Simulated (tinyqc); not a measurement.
Peak shift with the field.

The DLTS signal is S = C(t2) - C(t1), the change of the capacitance transient between two sampling times. Emission rate en = sn vth(T) Nc(T) exp(-Et/kB T) = sn g T^2 exp(-Et/kB T), g = vth Nc/(300 K)^2, as vth goes as T^0.5 and Nc as T^1.5 (degeneracy factor 1). For an exponential transient S peaks where en = ew = ln(t2/t1)/(t2 - t1). A Coulomb centre of charge +q (when empty) in the field F lowers its barrier by dE = sqrt(q F/(pi eps0 eps_r)) along the field. One-dimensional rate: en exp(b), b = dE/kB T; three-dimensional (Hartke): en {[1 + (b - 1) exp(b)]/b^2 + 1/2}. The peak temperatures solve rate = ew.

Values chosen for this exercise; material values close to those of 4H silicon carbide:
- eps_r = 9.79 (relative permittivity)
- Nc = 1.71e19 cm^-3 (conduction-band density of states at 300 K)
- vth = 1.9e7 cm/s (thermal velocity at 300 K)
- Et = 0.42 eV (depth of the trap below the conduction edge)
- sn = 2.7e-15 cm^2 (capture cross-section)
- t1 = 2 ms (first sampling time)
- t2 = 8 ms (second sampling time)

Constants: q = 1.602176634e-19 C, kB = 1.380649e-23 J/K, eps0 = 8.8541878128e-14 F/cm where lengths are in cm. Results are converted to the units shown.

Result of one run:
```
dE (meV)  T peak, one-dimensional (K)  T peak, three-dimensional (K)
24.26                           214.7                          221.6
```

Which field at the trap F gave this result: 1.9, 10, 23, 54 or 120 kV/cm?

F = 10 kV/cm.

The whole series:
```
F (kV/cm)  dE (meV)  T peak, one-dimensional (K)  T peak, three-dimensional (K)
1.9           10.57                        221.5                          224.8
4.4           16.09                        218.8                          223.6
10            24.26                        214.7                          221.6
23            36.79                        208.5                          218.1
54            56.37                        198.7                          211.5
120           84.02                        184.9                          200.3
280           128.3                        162.5                          180.1
```

dE grows as the square root of F, from 10.6 to 128 meV. The peak, at 226.7 K without field, moves down by 64.2 K (one-dimensional) or 46.7 K (three-dimensional) in the last row. A centre that is neutral when empty has no such long-range lowering, so the shift tells the charge state.

Computed by the program tinyqc: `OMP_NUM_THREADS=1 python tinyqc.py 2050030 2050031 out.jsonl`, one thread of a shared Intel Xeon 2.30GHz, about 0.01 s for the whole run.
